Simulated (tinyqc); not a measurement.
Shift against diffusion length: interdiffusion of a quantum well during annealing: blurred potential and shift of the confined levels. Computed by tinyqc, a small Python program. Command: `OMP_NUM_THREADS=1 python tinyqc.py 3006407 3006408 out.jsonl qwi walk`. One thread of a shared host (Intel(R) Xeon(R) Processor @ 2.30GHz), about 0.07 s of CPU time with the checks.

A square well of width w is blurred by Fick diffusion with a constant coefficient; band offsets are linear in composition, masses are uniform, and strain and excitons are ignored.

Inputs (values chosen for the exercise, modelled on SiGe in silicon (holes and electrons as a model)):
```
quantity,value,unit
well width w,11,nm
electron mass m_e,0.189,m_0
hole mass m_h,0.288,m_0
conduction offset V_c,0.023,eV
valence offset V_v,0.17,eV
```

Constants: hbar^2/(2 m_0) = 3.80998212 eV angstrom^2.

Method:
- Square well, ground state: take the lowest root of k tan(k w/2) = kappa, k^2 = E/c, kappa^2 = (V - E)/c, c = hbar^2/(2m) with hbar^2/(2 m_0) in eV angstrom^2.
- With L = sqrt(D t) and the share at the centre erf(w/(4L)). After the anneal: V(z) = V {1 - (1/2)[erf((w/2 - z)/(2L)) + erf((w/2 + z)/(2L))]}, energies counted from the original well bottom. Finite differences on 3000 points over |z| < w/2 + 6L + 25 nm; shifts are taken against the same grid with cell-averaged square steps.
- First-order estimate for small L: the shift is 2 L^2 V |d(psi^2)/dz| at an edge, with psi the normalised square-well state: psi^2 = cos^2(k z)/(w/2 + 1/kappa) inside, so |d(psi^2)/dz| = k sin(k w)/(w/2 + 1/kappa).

electron level before the anneal = 6.68361 meV

hole level before the anneal = 7.99605 meV

Shifts (meV):
```
L/w,L (nm),share at the centre,electron,hole,sum,first-order sum
0.02,0.22,1,0.039,0.238,0.277,0.30835
0.04,0.44,1,0.15,0.879,1.029,1.2334
0.07,0.77,1.00000,0.434,2.551,2.985,3.7773
0.1,1.1,0.99959,0.841,5.234,6.075,7.7088
0.15,1.65,0.98158,1.734,12.649,14.383,17.345
0.2,2.2,0.92290,2.784,23.493,26.277,30.835
0.3,3.3,0.76141,4.871,47.506,52.376,69.379
0.45,4.95,0.56794,7.3,75.328,82.628,156.10
0.7,7.7,0.38649,9.766,101.907,111.673,377.73
1,11,0.27633,11.403,118.438,129.841,770.88
```

The sum grows as L^1.89 between the first rows (L^2, linear in time, in first order) and as L^0.42 between the last, as it bends towards the limit V_c + V_v less the original levels, 178.3 meV. The first-order form is off by +11 % in the first row and +27 % at L/w = 0.1; it needs L well below the decay length 1/kappa. At L/w = 0.2 the hole level has moved by the larger share of its offset (13.8 % for the hole, 12.1 % for the electron). Caution: the well mass is used in the barriers too; a heavier barrier mass would lower these levels.
